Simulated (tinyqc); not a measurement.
MOSFET in the linear regime without short-channel effects, parameter extraction from computed curves: extraction methods against the first mobility attenuation factor.

Inversion charge Q = Cox n Vt W0(exp((Vg - VT)/(n Vt))), W0 the Lambert function and n = nf; u = Q/Cox; mobility mu = mu0/(1 + th1 u + th2 u^2); channel resistance Rch = (L - dL)/(W mu Q); Id = Vd/(Rch + Rsd/W). Cox = eps0 eox/tox. Small Vd, no channel-length or drain effects.

From the continuous curve Id(Vg): tangent at peak gm (V_ext = Vg - Id/gm); constant current Id = 0.1 uA W/L; peak of d2Id/dVg2; Y = Id/sqrt(gm) drawn through Vg = VT + 0.6 and VT + 0.8 V, with intercept VT_Y and slope s. Mobilities gm,max L/(W Cox Vd) and s^2 L/(W Cox Vd) with the drawn L. Last column: share of Rsd/W in the total resistance at VT + 0.8 V.

Parameters, values chosen for the exercise; channel values of the order met in silicon transistors: temperature T = 200 K; relative permittivity of the gate insulator (close to aluminium oxide) eox = 8.98; insulator thickness tox = 3.5 nm; low-field mobility mu0 = 270 cm^2/(V s); second mobility attenuation factor th2 = 0 1/V^2; threshold voltage VT = 0.4 V; body factor nf = 1.21; gate width W = 10 um; drawn gate length L = 0.39 um; drawn less effective length dL = 0.011 um; source plus drain resistance Rsd = 590 ohm um; drain voltage Vd = 0.02 V.

Constants: q = 1.602176634e-19 C, kB = 1.380649e-23 J/K, Vt = kB T/q, eps0 = 8.8541878128e-14 F/cm where lengths are in cm. Results are converted to the units shown.

Extraction methods against the first mobility attenuation factor:
```
th1 (1/V)	V_ext (V)	constant current (V)	second derivative (V)	VT_Y (V)	mobility from gm (cm^2/(V s))	mobility from Y (cm^2/(V s))	series share (%)
0	0.400	0.388	0.394	0.439	192	260	40.9
0.2	0.398	0.388	0.393	0.439	185	260	37.7
0.4	0.396	0.388	0.393	0.439	179	260	34.9
0.6	0.395	0.388	0.392	0.439	174	260	32.6
0.8	0.393	0.388	0.392	0.439	170	260	30.5
1	0.392	0.388	0.391	0.439	166	260	28.7
1.2	0.391	0.388	0.391	0.439	162	260	27.0
```

What does the table show?

The model has VT = 0.4 V and mu0 = 270 cm^2/(V s). Over the table the extracted thresholds move by 9.5 mV (tangent), under 0.5 mV (constant current), 2.5 mV (second derivative), under 0.5 mV (Y function). The mobility from gm falls from 192 to 162 and that from Y stays near 260 cm^2/(V s).

Program tinyqc, `OMP_NUM_THREADS=1 python tinyqc.py 2210127 2210128 out.jsonl`; Intel Xeon 2.30GHz, shared host, one thread, about 0.01 s.
